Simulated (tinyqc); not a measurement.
Mobility of a non-polar semiconductor in the relaxation-time approximation: one step, computed by the program tinyqc.

Each valley is treated as a sphere of mass m_d for states and rates, with one isotropic relaxation time; the conductivity mass m_c sets the current.

Task: Rates at a few energies. Kane band: hbar^2 k^2/(2 m) = E (1 + alpha E), speed v = hbar k/(m (1 + 2 alpha E)), states per spin, volume and energy g(E) = m k (1 + 2 alpha E)/(2 pi^2 hbar^2); overlap factors are set to 1. Here m = m_d. Masses are multiplied by m_0 and all formulas are in SI units. Phonon occupation N_q = 1/(exp(hbar w/(k_B T)) - 1). Acoustic deformation potential (elastic, equipartition, absorption and emission together): 1/tau = 2 pi k_B T D_A^2 g(E)/(hbar rho v_l^2). Optical or intervalley deformation potential: 1/tau = (pi Z_f D_o^2/(rho w)) [N_q g(E + hbar w) + (N_q + 1) g(E - hbar w)], with g = 0 below the band edge. Each optical term is multiplied by (1 - f(E'))/(1 - f(E)), E' the final energy, for Pauli blocking. Singly charged impurities, momentum relaxation: 1/tau = N_I e^4 m (1 + 2 alpha E) Phi/(8 pi (eps_s eps_0)^2 hbar^3 k^3), with alpha = 0 for a parabolic band. Conwell-Weisskopf: Phi = ln(1 + y^2), y = 4 pi eps_s eps_0 E N_I^(-1/3)/e^2 (largest impact parameter N_I^(-1/3)/2). Neutral impurities (Erginsoy): 1/tau = 20 N_n a_B hbar/m, a_B = 4 pi eps_s eps_0 hbar^2/(m e^2).

Inputs (values chosen for the exercise, modelled on holes in germanium): non-parabolicity alpha = 0.3 1/eV; static permittivity eps_s = 16; density rho = 5323 kg/m^3; sound velocity v_l = 5300 m/s; acoustic deformation potential D_A = 4.5 eV; phonon energy hbar w = 36.9 meV; optical or intervalley deformation potential D_o = 7.8 1e8 eV/cm; final valleys Z_f = 1; temperature T = 150 K; neutral impurity density N_n = 2.6e+17 1/cm^3.

Band: Kane. Impurity formula: Conwell-Weisskopf. Further scattering: neutral impurities.

reduced Fermi level eta = -5.958279

density-of-states mass m_d = 0.299 m_0

ionised impurity density N_I = 3.80e+15 1/cm^3

Constants: k_B = 8.617333262e-05 eV/K; k_B = 1.380649e-23 J/K; e = 1.602176634e-19 C; hbar = 1.054571817e-34 J s; m_0 = 9.1093837015e-31 kg; hbar = 6.582119569e-16 eV s; eps_0 = 8.8541878128e-12 F/m.

Give: Rates (1e12/s) at E = (max(eta, 0) + 0.5, 1, 2, 4) k_B T.

Result:

Rates (1e12/s) at E = (max(eta, 0) + 0.5, 1, 2, 4) k_B T:
```
E (meV)  acoustic  optical  ionised impurity  neutral impurity
6.46       0.1204   0.0752            0.3131             5.701
12.93      0.1712   0.0809            0.1591             5.701
25.85      0.2444   0.0916            0.0738             5.701
51.70      0.3522   0.8563            0.0324             5.701
```
